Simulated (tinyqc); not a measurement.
Schottky barrier with interface states (Cowley-Sze model), image lowering and contact resistance: one step, computed by the program tinyqc. Command: `OMP_NUM_THREADS=1 python tinyqc.py 3011626 3011627 out.jsonl pinning walk`. One thread of a shared host (Intel(R) Xeon(R) Processor @ 2.30GHz), about 0.01 s of CPU time with the checks.

An n-type semiconductor under a metal. The barrier lies between the Schottky-Mott limit phi_M - chi and the Bardeen limit E_g - E_n, E_n being the neutrality level of the interface states; the space-charge term of the full Cowley-Sze expression is left out.

Question. Pinning factor and barrier. S = 1/(1 + 0.1 (eps_opt - 1)^2), an empirical relation for metal-induced gap states. phi_B = S (phi_M - chi) + (1 - S)(E_g - E_n); the hole barrier is E_g - phi_B.

Inputs (values chosen for the exercise, with gap, mass and screening modelled on GaN):
```
quantity,value,unit
gap E_g,3.44,eV
electron affinity chi,4.12,eV
metal work function phi_M,5.19,eV
neutrality level E_n above the valence band,2.12,eV
optical dielectric constant eps_opt,5.46,-
```

Pinning factor from: Moench relation.

Give: pinning factor S; Schottky-Mott barrier; Bardeen barrier; barrier phi_B; hole barrier.

Answer.

pinning factor S = 0.33454

Schottky-Mott barrier = 1.07 eV

Bardeen barrier = 1.32 eV

barrier phi_B = 1.2364 eV

hole barrier = 2.2036 eV

The contact is partly pinned.
